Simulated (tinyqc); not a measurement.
How errors in the targets pass to the parameters: fitting sp3s* parameters to three gaps by Newton steps.

J:
```
           Esc    Vsapc      Exc
Gamma  0.77475  0.00000  0.00000
X      0.00000  0.28934  0.00000
L      0.39417  0.26654  0.04720
```

The gaps at Gamma, X and L of an sp3s* model are fitted with Esc, Vsapc and Exc; J holds the derivatives of the gaps by these parameters at the start. The change of each parameter for +10 meV on one target is 10 J^-1, in meV.

Shifts (meV):

| target raised | Esc | Vsapc | Exc |
|---|---|---|---|
| Gamma | 12.9 | 0.0 | -107.8 |
| X | 0.0 | 34.6 | -195.2 |
| L | 0.0 | 0.0 | 211.9 |

root sum of squares (meV): Esc 12.9, Vsapc 34.6, Exc 307.6

Independent errors of 10 meV leave Exc least certain (308 meV) and Esc best fixed (12.9 meV). The largest single entry, 212 meV, comes from the target at L.

tinyqc: `OMP_NUM_THREADS=1 python tinyqc.py 1452676 1452677 out.jsonl`; about 0.2 s, one thread, shared Intel(R) Xeon(R) Processor @ 2.30GHz.
